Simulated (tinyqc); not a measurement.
MOS inversion layer, Poisson-Schroedinger loop: effect of the sheet density of depletion charge.

Electrons confined at an insulator interface at z = 0, treated as a hard wall; parabolic valleys, Hartree approximation, no image or exchange terms. The depletion charge lies far deeper than the electrons and gives a uniform field q Nd/(eps0 eps_r); the gate balances all charge. Energies are counted from the band edge at the interface.

Schroedinger equation -(C/mz) psi'' + (V0 + U) psi = E psi, C = hbar^2/(2 m0), psi(0) = 0, on a uniform mesh of 800 nodes with a far wall at 19 nm, 8 levels a set; V0 = q Nd z/(eps0 eps_r); dU/dz = q (Ns - integral of n from 0 to z)/(eps0 eps_r), U(0) = 0; N_k = g md m0 q Vt/(pi hbar^2) ln(1 + exp((EF - E_k)/Vt)), g the number of valleys of the set, sum N_k = Ns. Triangular well: E_k = a_k (C F^2/mz)^(1/3), a_1 = 2.338107, a_2 = 4.087949, C = hbar^2/(2 m0), F in eV/nm. Fang-Howard (all electrons in the lowest level of set A): b^3 = 6 (mz1/C) q (Nd + 11 Ns/32)/(eps0 eps_r), centroid 3/b, level C b^2/(4 mz1) + (3/b) q (Nd + 11 Ns/16)/(eps0 eps_r). The centroid adds 3.9 z_av/eps_r to an oxide-equivalent thickness. Shares under 0.0001 % are printed as 0.

Values chosen for this exercise; masses and permittivity close to those of silicon (111):
- T = 400 K (temperature)
- eps_r = 11.6 (relative permittivity)
- mz1 = 0.261 m0 (mass along z of valley set A (6 valley(s)))
- md1 = 0.351 m0 (in-plane density-of-states mass of set A)
- Ns = 1.4e13 cm^-2 (sheet density of electrons)

Constants: q = 1.602176634e-19 C, kB = 1.380649e-23 J/K, hbar = 1.054571817e-34 J s, m0 = 9.1093837015e-31 kg, Vt = kB T/q, eps0 = 8.8541878128e-14 F/cm where lengths are in cm, hbar^2/(2 m0) = 0.0380998212 eV nm^2. Results are converted to the units shown.

Effect of the sheet density of depletion charge:

| Nd (cm^-2) | A1 (meV) | A2 (meV) | EF (meV) | share of A1 (%) | share of A2 (%) | centroid z_av (nm) | added oxide equivalent (nm) | Fang-Howard centroid (nm) |
|---|---|---|---|---|---|---|---|---|
| 1e11 | 386 | 491 | 364 | 91.3 | 5.29 | 2.33 | 0.783 | 2.05 |
| 1.7e11 | 388 | 494 | 365 | 91.7 | 5.19 | 2.29 | 0.769 | 2.04 |
| 3.1e11 | 390 | 498 | 368 | 92.4 | 4.95 | 2.21 | 0.743 | 2.02 |
| 5.3e11 | 394 | 506 | 373 | 93.6 | 4.55 | 2.11 | 0.708 | 1.99 |
| 9.4e11 | 402 | 522 | 382 | 95.3 | 3.72 | 1.96 | 0.660 | 1.94 |
| 1.6e12 | 415 | 550 | 396 | 97.2 | 2.48 | 1.82 | 0.613 | 1.87 |
| 2.9e12 | 441 | 606 | 423 | 98.9 | 1.04 | 1.67 | 0.562 | 1.76 |
| 5e12 | 484 | 695 | 465 | 99.7 | 0.278 | 1.53 | 0.513 | 1.63 |

As Nd goes from 1e11 to 5e12, A1 rises from 386 to 484 meV, the share of A1 rises from 91.3 to 99.7 % and the centroid falls from 2.33 to 1.53 nm. A1 goes as Nd^(0.17) between the last two rows (a triangular well in the field of that charge alone gives 2/3). The Fang-Howard centroid is 12 % below the full one in the first row, where A1 holds 91.3 %, and 6.4 % above it in the last, where A1 holds 99.7 %.

Numbers from tinyqc (`OMP_NUM_THREADS=1 python tinyqc.py 2160024 2160025 out.jsonl`; about 0.5 s on one thread of a shared Intel Xeon 2.30GHz).
